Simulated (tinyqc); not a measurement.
## Bandgap voltage reference from two bipolar transistors: effect of the offset of the amplifier

Two transistors of area 1 and N carry the same current I. Is(T) = Is (T/T0)^eta exp[(Vg0 q/kB)(1/T0 - 1/T)], VBE1 = Vt ln(I/Is(T)) + I rb, VBE2 = Vt ln(I/(N Is(T))) + I rb/N. The amplifier forces I R1(T) = VBE1 - VBE2 + Vos, with R(T) = R (1 + tc (T - T0)) for both resistors, and the output is Vref = VBE1 + I R2(T). Base currents and the Early effect are neglected.

Vt = kB T/q; I = (Vt ln N + Vos)/(R1(T) - rb (1 - 1/N)). Box coefficient: span of Vref between 233 and 398 K over its average over T and over 165 K. The last column is the R2 that gives zero slope at T0.

Values chosen for this exercise; values of the order met in silicon bipolar transistors:
- T0 = 300 K (reference temperature)
- Vg0 = 1.191 V (band-gap voltage extrapolated to 0 K)
- eta = 3.3 (temperature exponent of the saturation current)
- Is = 9e-17 A (saturation current of the unit transistor at T0)
- N = 4 (area ratio of the second transistor)
- R1 = 5 kohm (resistor across which the difference of VBE falls, at T0)
- tc = 500 ppm/K (temperature coefficient of both resistors)
- rb = 77 ohm (series resistance of the unit transistor)
- R2 = 86.04 kohm (output resistor at T0)

Constants: q = 1.602176634e-19 C, kB = 1.380649e-23 J/K. Results are converted to the units shown.

Results:
```
Vos (mV)  I at T0 (uA)  Vref at T0 (V)  slope at T0 (uV/K)  box coefficient (ppm/K)  R2 for zero slope (kohm)
-5               6.240           1.183               61.97                    44.70                     83.47
-3               6.644           1.219               61.06                    42.66                     83.51
0                7.251           1.274               60.39                    40.34                     83.54
1                7.454           1.292               60.32                    39.72                     83.54
3                7.858           1.328               60.34                    38.65                     83.54
5                8.263           1.364               60.55                    37.77                     83.53
```

Estimate the missing row, Vos = -1 mV.

Computed row:
```
Vos (mV)  I at T0 (uA)  Vref at T0 (V)  slope at T0 (uV/K)  box coefficient (ppm/K)  R2 for zero slope (kohm)
-1               7.049           1.256               60.54                    41.03                     83.53
```

With this row back in the table: As Vos goes from -5 to 5, Vref rises from 1.183 to 1.364 V and the box coefficient falls from 44.7 to 37.8 ppm/K. Each mV of offset moves Vref by 18.2 mV, about R2/R1 = 17.2 plus the change of VBE1 with the current.

Numbers from tinyqc (`OMP_NUM_THREADS=1 python tinyqc.py 2062149 2062150 out.jsonl`; about 0.02 s on one thread of a shared Intel Xeon 2.30GHz).
